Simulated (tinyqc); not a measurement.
Plane-wave Kohn-Sham cycle with exchange-only LDA in a layered model solid, step by step. One step of it, computed by the program tinyqc.

Task: Iteration 1: potential. V_H(G) = 4 pi rho(G)/G^2 for G != 0 (uniform background); v_x = -(3 rho/pi)^(1/3); V = V_ext + V_H + v_x; Fourier components f(G_m) = (1/N) sum_j f(x_j) exp(-i G_m x_j).

A solid whose potential varies along x alone (atomic units):
```
parameter                      value
period a                   13.100000
cross-section of the cell  26.000000
electrons per cell                 2
grid points                       16
plane waves -n..n, n               2
k points                           4
V1 in V1 cos(2 pi x/a)     -0.260000
V2 in V2 cos(4 pi x/a)     -0.160000
```

density at the start, on the grid x_j = j a/N (e/bohr^3): [0.00587199, 0.00587199, 0.00587199, 0.00587199, 0.00587199, 0.00587199, 0.00587199, 0.00587199, 0.00587199, 0.00587199, 0.00587199, 0.00587199, 0.00587199, 0.00587199, 0.00587199, 0.00587199]

Give: Potentials on the grid; V(G_m), m = 0, 1, 2, ....

Result:

Potentials on the grid (hartree):
```
x        V_ext    V_H     v_x       V
0.000   -0.420  0.000  -0.178  -0.598
0.819   -0.353  0.000  -0.178  -0.531
1.637   -0.184  0.000  -0.178  -0.362
2.456    0.014  0.000  -0.178  -0.164
3.275    0.160  0.000  -0.178  -0.018
4.094    0.213  0.000  -0.178   0.035
4.912    0.184  0.000  -0.178   0.006
5.731    0.127  0.000  -0.178  -0.051
6.550    0.100  0.000  -0.178  -0.078
7.369    0.127  0.000  -0.178  -0.051
8.188    0.184  0.000  -0.178   0.006
9.006    0.213  0.000  -0.178   0.035
9.825    0.160  0.000  -0.178  -0.018
10.644   0.014  0.000  -0.178  -0.164
11.463  -0.184  0.000  -0.178  -0.362
12.281  -0.353  0.000  -0.178  -0.531
```

V(G_m), m = 0, 1, 2, ... (hartree): [-0.178, -0.130, -0.080, 0.000, 0.000]
